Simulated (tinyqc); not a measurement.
Stacked nanosheet transistor, parasitic resistance, capacitance and delay: one step of the calculation.

Ns sheets share one contact on top; each has perimeter p = 2 (Ws + ts) and cross-section A = Ws ts; contact width Wc = Ws + 10 nm, stack height Hs = Ns pv. Sheet 1 is the top one. Contact length Lc = CPP - Lg - 2 Lsp, shared by two neighbouring gates. Source and drain sides are equal. The formulas are first-order estimates, not field solutions.

Problem. Capacitances. With N sheets: gate Cg = Cinv p N Lg; per side, plate Cp = ks eps0 [Wc (Hs + Hc) - N A]/Lsp, top fringe Cf = (2/pi) ks eps0 Wc ln(1 + Lg/(2 Lsp)), overlap Co = Cinv p N Lov. Cs = Cp + Cf + Co. An inverter of two such devices driving an equal one has the load CL = 2 (Cg + 2 Cs) + 4 Cs + Cw (its own drains counted twice for the Miller effect).

Parameters, values chosen for the exercise; values close to those of silicon logic devices: number of sheets Ns = 4; sheet width Ws = 30 nm; sheet thickness ts = 6 nm; vertical pitch of the sheets pv = 18 nm; gate length Lg = 18 nm; spacer length Lsp = 6 nm; relative permittivity of the spacer ks = 5.5; gate height above the channel stack Hc = 20 nm; gate overlap Lov = 1 nm; inversion capacitance Cinv = 3.5 uF/cm^2; wire load Cw = 0.21 fF.

Constants: eps0 = 8.8541878128e-12 F/m. Results are converted to the units shown.

Give: Cg; Cp; Cf; Co; CL.

Solution.

Cg = 181.4 aF
Cp = 24.02 aF
Cf = 1.136 aF
Co = 10.08 aF
CL = 854.8 aF

The channel capacitance gives 42.5 % of CL, the parasitic parts 33.0 % and the wire 24.6 %.

Numbers from tinyqc (`OMP_NUM_THREADS=1 python tinyqc.py 2170160 2170161 out.jsonl`; about 0.1 s on one thread of a shared Intel Xeon 2.30GHz).
